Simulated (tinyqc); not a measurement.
Inside a calculation. Model: threshold of a short bulk MOSFET: charge sharing, barrier lowering, narrow width.

Numbers from tinyqc (`OMP_NUM_THREADS=1 python tinyqc.py 2002030 2002031 out.jsonl`; about 0.01 s on one thread of a shared Intel Xeon 2.30GHz). Printed values are rounded.

n-channel device on a p-type body, depletion approximation, full ionisation. Uniform doping N = Na. Vbi from Boltzmann statistics is rough for the degenerate source. Cox = eps0 eox/tox.

Values chosen for this exercise; band and dielectric values close to those of silicon:
- T = 300 K (temperature)
- Eg = 1.12 eV (band gap)
- eps_r = 11.9 (relative permittivity)
- Nc = 2.84e19 cm^-3 (conduction-band density of states at T)
- Nv = 2.68e19 cm^-3 (valence-band density of states at T)
- eox = 7.71 (relative permittivity of the gate insulator (close to silicon nitride))
- tox = 19 nm (insulator thickness)
- Na = 6e16 cm^-3 (channel doping)
- Nsd = 1e20 cm^-3 (source and drain doping)
- Vfb = -0.97 V (flat-band voltage for the doping Na)
- xj = 82 nm (junction depth)
- Vbs = -1 V (body-source voltage)
- Vds = 0.5 V (drain-source voltage)
- W = 800 nm (gate width)
- xw = 0.7854 (shape factor of the fringing depletion at the width edges)
- L = 440 nm (channel length)

Constants: q = 1.602176634e-19 C, kB = 1.380649e-23 J/K, Vt = kB T/q, eps0 = 8.8541878128e-14 F/cm where lengths are in cm. Results are converted to the units shown.

## Long-channel threshold and scales

ni = sqrt(Nc Nv) exp(-Eg/(2 Vt)), Eg in volts; 2 pB = 2 Vt ln(N/ni); flat band Vfb - Vt ln(N/Na); Wd = sqrt(2 eps0 eps_r (2 pB - Vbs)/(q N)); body term q N Wd/Cox; long-channel VT0 = flat band + 2 pB + body term; Vbi = Vt ln(N Nsd/ni^2); scale length l = sqrt((eps_r/eox) tox Wd).

N = 6e16 cm^-3
2 pB = 0.803013 V
flat band = -0.97 V
Wd = 198.807 nm
body term = 0.531917 V
VT0 = 0.364929 V
Vbi = 0.994798 V
l = 76.3552 nm

## Short-channel and narrow-width shifts

Charge sharing (trapezoid; it ignores Vds): F = (xj/L)(sqrt(1 + 2 Wd/xj) - 1), lowering = body term times F. Barrier lowering: th = exp(-L/(2 l)) + 2 exp(-L/l), lowering = th [2 (Vbi - 2 pB) + Vds], DIBL = th. Narrow width: rise = body term times xw Wd/W. VT by each model = VT0 - lowering + rise.

F = 0.264349
lowering by charge sharing = 140.612 mV
th = 0.0623498
lowering of the barrier = 55.0904 mV
DIBL = 62.3498 mV/V
narrow-width rise = 103.819 mV
VT, charge sharing = 0.328136 V
VT, barrier lowering = 0.413658 V

L is 5.76 scale lengths. The charge-sharing lowering is 2.55 times the barrier lowering; the first falls off as 1/L and the second exponentially. Both describe the same loss of gate control, so they are alternatives and are not added.
